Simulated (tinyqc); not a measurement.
Worked calculation: double quantum well by finite differences. Values are carried at full precision from step to step, so a last printed digit may differ when a step is redone from the rounded ones.

Finite differences on points z_i at the centres of cells of width h: H_ii = (c/h^2)(1/m_(i-1/2) + 1/m_(i+1/2)) + V_i, H_(i,i+1) = -(c/h^2)/m_(i+1/2), where m_(i+1/2) is the mean of the masses at the two points (the end values are repeated outwards), psi = 0 on the points beyond both ends, c = hbar^2/2m0. The field adds e F (z - z0) with z0 the middle of the structure; 1 kV/cm = 1e-5 eV/angstrom.

Constants: hbar^2/2m0 = 3.80998211 eV angstrom^2.

Inputs chosen for the exercise (near those of a GaAs well in AlGaAs; the results hold for these values, not for the real material):
```
symbol  value                                                                                                unit      meaning
layers  ((108, 0.308, 0.0985), (108, 0, 0.066), (27, 0.308, 0.0985), (135, 0, 0.066), (108, 0.308, 0.0985))            each layer: thickness in angstrom, band edge in eV, mass in m0
F       26                                                                                                   kV/cm     field along z
h       27                                                                                                   angstrom  cell width of the coarse grid
hf      1.6875                                                                                               angstrom  cell width of the fine grid
```

## The coarse grid

List the points, the potential with the field, and the masses.

Grid:
```
i   z (angstrom)   V (eV)  m (m0)
1           13.5   0.2483  0.0985
2           40.5   0.2554  0.0985
3           67.5   0.2624  0.0985
4           94.5   0.2694  0.0985
5          121.5  -0.0316  0.0660
6          148.5  -0.0246  0.0660
7          175.5  -0.0175  0.0660
8          202.5  -0.0105  0.0660
9          229.5   0.3045  0.0985
10         256.5   0.0035  0.0660
11         283.5   0.0105  0.0660
12         310.5   0.0175  0.0660
13         337.5   0.0246  0.0660
14         364.5   0.0316  0.0660
15         391.5   0.3466  0.0985
16         418.5   0.3536  0.0985
17         445.5   0.3607  0.0985
18         472.5   0.3677  0.0985
```

## The tridiagonal Hamiltonian

Form the diagonal and the neighbouring elements; V in the grid already includes the field.

diagonal H_ii (eV): [0.3544, 0.3615, 0.3685, 0.3860, 0.1111, 0.1338, 0.1408, 0.1322, 0.4316, 0.1462, 0.1689, 0.1759, 0.1829, 0.1743, 0.4632, 0.4597, 0.4668, 0.4738]

H_(i,i+1) (eV): [-0.0531, -0.0531, -0.0531, -0.0635, -0.0792, -0.0792, -0.0792, -0.0635, -0.0635, -0.0792, -0.0792, -0.0792, -0.0792, -0.0635, -0.0531, -0.0531, -0.0531]

## Lowest levels on the coarse grid

Diagonalise the symmetric tridiagonal matrix; give the three lowest levels and the weights u_i^2 (sum 1) of the two lowest.

levels (eV): [0.0004, 0.0323, 0.0669]

weights on the points:
```
             1      2      3      4      5      6      7      8      9     10     11     12
level 1  0.000  0.000  0.000  0.006  0.224  0.358  0.285  0.121  0.003  0.001  0.001  0.000
level 2  0.000  0.000  0.000  0.000  0.004  0.003  0.000  0.002  0.006  0.181  0.305  0.278

            13     14     15     16     17     18
level 1  0.000  0.000  0.000  0.000  0.000  0.000
level 2  0.163  0.058  0.001  0.000  0.000  0.000
```

## Halving the cell width

The same with h, h/2, ..., h/32. The end points move with h, since psi vanishes half a cell beyond the structure. Richardson value (4 E(h/32) - E(h/16))/3.

Convergence:
```
cell (angstrom)  points  E1 (eV)  E2 (eV)  E1 - finest (meV)
27.0000              18  0.00043  0.03230             -6.377
13.5000              36  0.00472  0.03518             -2.091
6.7500               72  0.00624  0.03617             -0.565
3.3750              144  0.00667  0.03645             -0.138
1.6875              288  0.00678  0.03652             -0.028
0.8438              576  0.00681  0.03653              0.000
```

Richardson values of E1, E2 (eV): [0.00682, 0.03654]

The coarse grid is 6.4 meV too low in E1. The last differences between rows shrink by a factor 4.0 (4 for a pure h^2 error, 2 for one linear in h).

## Positions and dipoles on the fine grid

With h sum psi^2 = 1: <z - z0> of three levels, |z_12| and |z_13|, the mass m1 from 1/m1 = <1|1/m|1>, and f_1j = (m1/c)(E_j - E_1) z_1j^2.

levels (eV): [0.0068, 0.0365, 0.0901]

<z - z0> (angstrom): [-84.7, 59.0, -47.9]

|z_12|, |z_13| (angstrom): [5.48, 23.10]

m1 = 0.0665 m0

f_12, f_13: [0.016, 0.776]

Parity is broken, so the 1-3 transition is allowed, with 50 times the strength of 1-2. E2 - E1 = 29.7 meV, a wavelength of 41.7 micrometre (hc = 1239.841984 eV nm).

## Checks

- E1 at zero field on the grid h/32 against transfer matrices between the same hard ends, eV: both 0.0199.

(tinyqc, `OMP_NUM_THREADS=1 python tinyqc.py 1250464 1250465 out.jsonl`, Intel(R) Xeon(R) Processor @ 2.30GHz, 1 thread, shared host, about 0.02 s.)
